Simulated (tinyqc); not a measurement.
Input admittance of a MOSFET at zero drain bias: distributed channel and distributed gate: two steps of the calculation.

Source and drain grounded, strong inversion, w = 2 pi f, Cox = eps0 eox/tox. The channel is an RC line of resistance 1/(mu Cox Vo) per square fed from both ends, so one finger has the intrinsic admittance y = i w Cox L tanh(g)/g per width, g = (1/2) sqrt(i w tau), tau = L^2/(mu Vo). The vertical resistance rv/L is in series with y, the overlaps 2 i w Cov in parallel: y_t = 1/(1/y + rv/L) + 2 i w Cov. The gate strip is a line of Rsh/L per length loaded by y_t, so a finger has Y = y_t Wf tanh(k)/k, k = (Wf/sd) sqrt(y_t Rsh/L); the device has Nf Y.

Parameters, values chosen for the exercise; values of the order met in silicon radio-frequency transistors: relative permittivity of the gate insulator (close to zirconium oxide) eox = 25.3; insulator thickness tox = 12 nm; channel length L = 0.074 um; finger width Wf = 7.6 um; number of fingers Nf = 16; channel mobility mu = 150 cm^2/(V s); gate overdrive Vo = 0.63 V; sheet resistance of the gate Rsh = 39 ohm/square; vertical resistivity of the gate stack rv = 0 ohm um^2; number of ends at which a finger is contacted sd = 1; overlap and fringe capacitance on each side Cov = 0.39 fF/um; frequency f = 0.68 GHz.

Constants: eps0 = 8.8541878128e-14 F/cm where lengths are in cm. Results are converted to the units shown.

Task 1. Low-frequency resistances and capacitance. Low-frequency limits, with c = Cox L and ct = c + 2 Cov: R_strip = Rsh Wf/(3 sd^2 L Nf), R_ch = (c/ct)^2 L/(12 mu Cox Vo Wf Nf), R_vert = (c/ct)^2 rv/(L Wf Nf), C = ct Wf Nf.

Wanted: parts; sum; C; 1/(2 pi R C).

Result 1.

parts (ohm): strip 83.446, channel 0.11743, vertical 0
sum = 83.563 ohm
C = 262.83 fF
1/(2 pi R C) = 7.2466 GHz

The strip term is the largest, 99.9 % of the sum.

Task 2. Admittance of the channel and stack per width. tau, g, c = Cox L, y and y_t as defined.

Give: tau; g; c; y; y_t.

Result 2.

tau = 0.57947 ps
g = 0.017592+0.017592i
c = 1.3814 fF/um
y = 0.0012+5.9021i uS/um
y_t = 0.0012+9.2347i uS/um

w tau = 0.00248, and Im y is 1.00 of w c.

Numbers from tinyqc (`OMP_NUM_THREADS=1 python tinyqc.py 2262028 2262029 out.jsonl`; about 0.01 s on one thread of a shared Intel Xeon 2.30GHz).
